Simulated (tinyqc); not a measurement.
Coherent transport through a tight-binding region between two chains, step by step. One step of it, computed by the program tinyqc.

Problem. Transmission at E = 0.64 eV. Surface Green function g = (E - i sqrt(4 t^2 - E^2)) / (2 t^2); self-energy tc^2 g on each contact site; G = (E - H - Sigma)^(-1); Gamma = -2 Im Sigma; T = Gamma_L Gamma_R |G_LR|^2; local density of states -Im G_ii / pi.

H of the central region (eV):
$$\begin{pmatrix}
0.000000 & -2.410000 & 0.000000 & 0.000000 & 0.000000 \\
-2.410000 & 0.460000 & -1.680000 & 0.000000 & 0.000000 \\
0.000000 & -1.680000 & 0.460000 & -2.410000 & 0.000000 \\
0.000000 & 0.000000 & -2.410000 & 0.460000 & -2.410000 \\
0.000000 & 0.000000 & 0.000000 & -2.410000 & 0.000000
\end{pmatrix}$$

Leads: semi-infinite chains with site energy 0:
```
parameter                           value
lead hopping t (eV)              1.750000
coupling to the left lead (eV)   1.150000
coupling to the right lead (eV)  1.420000
left contact site                       1
right contact site                      5
```

E = 0.640000 eV

Give: g; G; local density of states; transmission.

Solution.

g = 0.1045-0.5618i 1/eV

G (1/eV):
$$\begin{pmatrix}
0.1154-0.2492i & 0.3141+0.0163i & -0.1992+0.3557i & -0.2041-0.0379i & 0.2144-0.3529i \\
0.3141+0.0163i & -0.0604-0.1002i & 0.1511-0.0127i & 0.0308+0.0708i & -0.1534+0.0074i \\
-0.1992+0.3557i & 0.1511-0.0127i & 0.2696-0.5089i & 0.2894+0.0468i & -0.2912+0.5054i \\
-0.2041-0.0379i & 0.0308+0.0708i & 0.2894+0.0468i & -0.0431-0.0529i & 0.1287-0.0429i \\
0.2144-0.3529i & -0.1534+0.0074i & -0.2912+0.5054i & 0.1287-0.0429i & 0.2816-0.5022i
\end{pmatrix}$$

local density of states (1/eV): [0.0793, 0.0319, 0.1620, 0.0168, 0.1599]

transmission = 0.5740
